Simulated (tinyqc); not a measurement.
Worked calculation: FCI on RHF in the 3-21g basis, for H2, spin multiplicity 1. One step of it, computed by the program tinyqc.

Question. FCI: determinants and Hamiltonian. Slater-Condon rules over spin orbitals, with the nuclear repulsion added and E(HF) subtracted on the diagonal.

one-electron integrals over orbitals h = C^T H C (hartree), lower triangle:
```
,1,2,3,4
1,-1.107379
2,0.000000,-0.609653
3,-0.134097,0.000000,0.093358
4,0.000000,0.192277,0.000000,0.245690
```

Two-electron integrals over orbitals (pq|rs), unique and non-zero (hartree):
```
p,q,r,s,(pq|rs)
1,1,1,1,0.579745
2,1,2,1,0.112844
2,2,1,1,0.458141
2,2,2,2,0.421447
3,1,1,1,0.134097
3,1,2,2,0.070690
3,1,3,1,0.096698
3,2,2,1,0.011787
3,2,3,2,0.038486
3,3,1,1,0.529855
3,3,2,2,0.426766
3,3,3,1,0.126146
3,3,3,3,0.509281
4,1,2,1,-0.079700
4,1,3,2,-0.050794
4,1,4,1,0.108064
4,2,1,1,-0.135988
4,2,2,2,-0.073272
4,2,3,1,-0.082308
4,2,3,3,-0.124562
4,2,4,2,0.083065
4,3,2,1,-0.126340
4,3,3,2,-0.041511
4,3,4,1,0.127307
4,3,4,3,0.184742
4,4,1,1,0.586736
4,4,2,2,0.470101
4,4,3,1,0.174198
4,4,3,3,0.564509
4,4,4,2,-0.164884
4,4,4,4,0.655964
```

nuclear repulsion = 0.53997675 hartree

Hartree-Fock energy = -1.09503646 hartree

Give: determinants; H - E(HF) between determinants.

Answer.

Occupation strings over the orbitals (2 doubly, a alpha, b beta, 0 empty; spin orbitals ordered 1a 1b 2a 2b ...): 2000 ab00 a0b0 a00b ba00 b0a0 b00a 0200 0ab0 0a0b 0ba0 0020 00ab 0b0a 00ba 0002

H - E(HF) between determinants (hartree), lower triangle:
```
,2000,ab00,a0b0,a00b,ba00,b0a0,b00a,0200,0ab0,0a0b,0ba0,0020,00ab,0b0a,00ba,0002
2000,0.0000
ab00,0.0000,0.3761
a0b0,0.0000,0.0000,1.1508
a00b,0.0000,0.0563,0.0000,1.3601
ba00,0.0000,-0.1128,0.0000,0.0797,0.3761
b0a0,0.0000,0.0000,-0.0967,0.0000,0.0000,1.1508
b00a,0.0000,0.0797,0.0000,-0.1081,0.0563,0.0000,1.3601
0200,0.1128,0.0000,0.0118,0.0000,0.0000,-0.0118,0.0000,0.8372
0ab0,0.0000,0.0118,0.0000,-0.1263,0.0634,0.0000,0.0823,0.0000,1.5455
0a0b,-0.0797,0.0000,-0.1263,0.0000,0.0000,0.0508,0.0000,0.1190,0.0000,1.7412
0ba0,0.0000,0.0634,0.0000,0.0823,0.0118,0.0000,-0.1263,0.0000,-0.0385,0.0000,1.5455
0020,0.0967,0.0000,-0.0080,0.0000,0.0000,0.0080,0.0000,0.0385,0.0000,-0.0415,0.0000,2.3310
00ab,0.0000,-0.0823,0.0000,0.0401,0.0508,0.0000,-0.1273,0.0000,-0.0415,0.0000,-0.0677,0.0000,2.5386
0b0a,0.0797,0.0000,0.0508,0.0000,0.0000,-0.1263,0.0000,-0.1190,0.0000,-0.0831,0.0000,0.0415,0.0000,1.7412
00ba,0.0000,0.0508,0.0000,-0.1273,-0.0823,0.0000,0.0401,0.0000,-0.0677,0.0000,-0.0415,0.0000,-0.1847,0.0000,2.5386
0002,0.1081,0.0000,0.1273,0.0000,0.0000,-0.1273,0.0000,0.0831,0.0000,0.0274,0.0000,0.1847,0.0000,-0.0274,0.0000,2.7824
```
